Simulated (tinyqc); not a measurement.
# Round nanowire with a gate all round, subbands and threshold shift from confinement: what changes with what

Undoped body with a flat potential across it, hard walls, transport along x. Three valley pairs (g = 2 each) with the longitudinal mass along x, y or z. Non-parabolicity enters the subband edges through E (1 + al E) = gamma, so E = 2 gamma/(1 + sqrt(1 + 4 al gamma)); motion within a subband is taken as parabolic with the band-edge mass. Energies are counted from the bulk band edge.

Inputs (values chosen for the exercise); masses close to those of silicon: temperature T = 200 K; longitudinal mass ml = 0.923 m0; transverse mass mt = 0.187 m0; non-parabolicity al = 0 1/eV; diameter t = 6.3 nm; widening of the box by penetration into the insulator dl = 0.3 nm; gate capacitance per area of interface Cg = 3.6 uF/cm^2.

Constants: q = 1.602176634e-19 C, kB = 1.380649e-23 J/K, hbar = 1.054571817e-34 J s, m0 = 9.1093837015e-31 kg, Vt = kB T/q, hbar^2/(2 m0) = 0.0380998212 eV nm^2. Results are converted to the units shown.

Each table varies one quantity; the others keep the values above.

## Confinement against the diameter

gamma = C (2 z/(t + dl))^2 (1/my + 1/mz)/2, z the zeros of the Bessel functions J_l (2.404826, 3.831706, 5.135622, 5.520078, ...), twofold for l > 0; the mean inverse mass is an approximation for anisotropic valleys, C = hbar^2/(2 m0). Each subband has N_k = g sqrt(2 mx m0 kB T/(pi hbar^2)); without degeneracy n = exp(EF/Vt) sum N_k exp(-E_k/Vt). Classical value Nc times pi t^2/4, Nc = sum over valleys of 2 g (m m0 kB T/(2 pi hbar^2))^1.5 with m = (mx my mz)^(1/3). Threshold shift dVT = Vt ln(classical value/sum N_k exp(-E_k/Vt)). With degeneracy n = sum N_k F((EF - E_k)/Vt), F(x) = (1/sqrt(pi)) int_0^infinity u^(-1/2) du/(1 + exp(u - x)); gate: Vg = EF + q n/(Cg P), P = pi t, summed over the 60 lowest subbands at most, with Vg counted from the value that would put EF at the bulk band edge of an empty body. The last two columns are for Vg = 0.7 V; sensitivity d(dVT)/dt by central differences between 0.99 and 1.01 times the value.

Confinement against the diameter:

| t (nm) | E_1 (meV) | gap to the next edge (meV) | dVT (mV) | sensitivity (mV/nm) | n/P (cm^-2) | share of the lowest subband (%) |
|---|---|---|---|---|---|---|
| 2 | 535.7 | 355.2 | 490.0 | -448.7 | 3.953e12 | 50.00 |
| 2.7 | 314.9 | 208.8 | 279.5 | -197.2 | 8.234e12 | 50.00 |
| 3.6 | 186.3 | 123.5 | 160.9 | -86.05 | 1.045e13 | 49.61 |
| 4.7 | 113.4 | 75.16 | 96.85 | -38.44 | 1.168e13 | 40.79 |
| 6.3 | 65.06 | 43.14 | 57.30 | -15.50 | 1.273e13 | 28.37 |
| 8.4 | 37.44 | 24.83 | 36.19 | -6.393 | 1.346e13 | 19.26 |
| 11 | 22.19 | 14.72 | 25.02 | -2.859 | 1.397e13 | 13.22 |
| 15 | 12.11 | 8.027 | 17.54 | -1.224 | 1.444e13 | 8.295 |
| 20 | 6.877 | 4.560 | 13.26 | -0.5994 | 1.477e13 | 5.295 |

What does the table show?

As t grows from 2 to 20 nm, E_1 falls from 536 to 6.88 meV and dVT falls from 490 to 13.3 mV. E_1 goes as t^(-1.77) at the thin end (-2 for a parabolic band without penetration); a thickness error of 0.2 nm moves the threshold by 90 mV in the first row and 0.12 mV in the last. The charge per interface area rises from 3.95e12 to 1.48e13 cm^-2. For t = 2, 2.7 the body is too thin for bulk effective masses to be reliable. For t = 3.6, 4.7, 6.3, 8.4, 11, 15, 20 the charge in the last two columns would bend the potential across the body noticeably, which is left out.

## Charge and subband filling against gate voltage

Same model as above.

Each subband has N_k = g sqrt(2 mx m0 kB T/(pi hbar^2)). Cq = q dn/dEF.

Charge and subband filling against gate voltage:

| Vg (V) | EF - E_1 (eV) | n (cm^-1) | n/P (cm^-2) | share of the lowest subband (%) | Cq/(Cg P) | total C/(Cg P) |
|---|---|---|---|---|---|---|
| -0.08 | -0.1451 | 1589 | 8.027e8 | 45.58 | 0.002072 | 0.002068 |
| 0.04 | -0.04001 | 6.648e5 | 3.359e11 | 45.33 | 0.8169 | 0.4496 |
| 0.17 | 4.153e-4 | 4.648e6 | 2.349e12 | 43.36 | 4.044 | 0.8017 |
| 0.29 | 0.02054 | 9.090e6 | 4.593e12 | 40.17 | 5.819 | 0.8533 |
| 0.42 | 0.03787 | 1.410e7 | 7.124e12 | 35.98 | 7.170 | 0.8776 |
| 0.55 | 0.05284 | 1.922e7 | 9.709e12 | 32.06 | 8.157 | 0.8908 |
| 0.67 | 0.06545 | 2.399e7 | 1.212e13 | 29.04 | 8.871 | 0.8987 |
| 0.8 | 0.07807 | 2.921e7 | 1.476e13 | 26.32 | 9.795 | 0.9074 |
| 0.92 | 0.08869 | 3.408e7 | 1.722e13 | 24.19 | 10.83 | 0.9155 |

EF passes E_1 = 0.0651 eV at Vg = 0.168 V. The share of the lowest subband falls from 45.6 to 24.2 % and the total capacitance rises from 0.00207 to 0.915 of Cg P. In the last row 8.8 % of an added gate voltage goes into raising EF (from the last two rows). For Vg = 0.17, 0.29, 0.42, 0.55, 0.67, 0.8, 0.92 the charge would bend the potential across the body noticeably, which is left out.

Range of the model: For the strongly anisotropic y and z valleys the mean inverse mass serves only for l = 0; pairs with l > 0 really split widely.

tinyqc, about 0.2 s, one thread, Intel Xeon 2.30GHz (shared host): `OMP_NUM_THREADS=1 python tinyqc.py 2350072 2350073 out.jsonl`
